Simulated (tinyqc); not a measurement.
Telling the models apart: thermal, flicker and telegraph noise of a field-effect transistor. Computed by tinyqc, a small Python program. Command: `OMP_NUM_THREADS=1 python tinyqc.py 3022898 3022899 out.jsonl noise walk`. One thread of a shared host (Intel(R) Xeon(R) Processor @ 2.30GHz), about 0.01 s of CPU time with the checks.

Strong inversion, threshold roll-off and channel-length modulation left out; noise sources are uncorrelated and are given as one-sided spectral densities. The drain voltage is 50 mV.

Inputs (values chosen for the exercise, modelled on a high-k silicon transistor):

| quantity | value | unit |
|---|---|---|
| width W | 5.5 | micrometre |
| length L | 430 | nm |
| electrical oxide thickness t | 4.6 | nm |
| mobility mu | 400 | cm^2/(V s) |
| oxide trap density N_t | 1.3e+18 | 1/(eV cm^3) |
| oxide barrier phi | 2.1 | eV |
| oxide mass m_ox | 0.36 | m_0 |
| frequency f | 30 | Hz |
| temperature T | 300 | K |

Operating region: linear. Flicker model: number fluctuation.

Constants: eps_0 = 8.8541878128e-12 F/m; hbar = 1.054571817e-34 J s; m_0 = 9.1093837015e-31 kg; e = 1.602176634e-19 C; k_B = 8.617333262e-05 eV/K.

Method. C_ox = 3.9 eps_0/t; I = mu C_ox (W/L) V_ov V_D; g_m = I/V_ov; g_d0 = I/V_D. Tunnelling length lambda = hbar/(2 sqrt(2 m_ox phi)); flat-band noise S_Vfb = e^2 k_B T lambda N_t/(W L C_ox^2 f). S_I = g_m^2 S_Vfb.

Against the overdrive:

| V_ov (V) | I (microampere) | (g_m/I)^2 (1/V^2) | S_I/I^2 (1/Hz) | S_I/g_m^2 (V^2/Hz) |
|---|---|---|---|---|
| 0.20 | 38.41 | 25.000 | 6.0549e-10 | 2.4220e-11 |
| 0.25 | 48.01 | 16.000 | 3.8751e-10 | 2.4220e-11 |
| 0.32 | 61.45 | 9.766 | 2.3652e-10 | 2.4220e-11 |
| 0.40 | 76.81 | 6.250 | 1.5137e-10 | 2.4220e-11 |
| 0.50 | 96.02 | 4.000 | 9.6878e-11 | 2.4220e-11 |
| 0.63 | 120.98 | 2.520 | 6.1022e-11 | 2.4220e-11 |
| 0.80 | 153.63 | 1.562 | 3.7843e-11 | 2.4220e-11 |
| 1.00 | 192.03 | 1.000 | 2.4220e-11 | 2.4220e-11 |

What follows from these numbers?

S_I/I^2 falls as V_ov^-2.00 at first and V_ov^-2.00 at the end; (g_m/I)^2 as V_ov^-2.00 and V_ov^-2.00. The two run parallel and the input-referred noise is flat: the mark of pure number fluctuation.
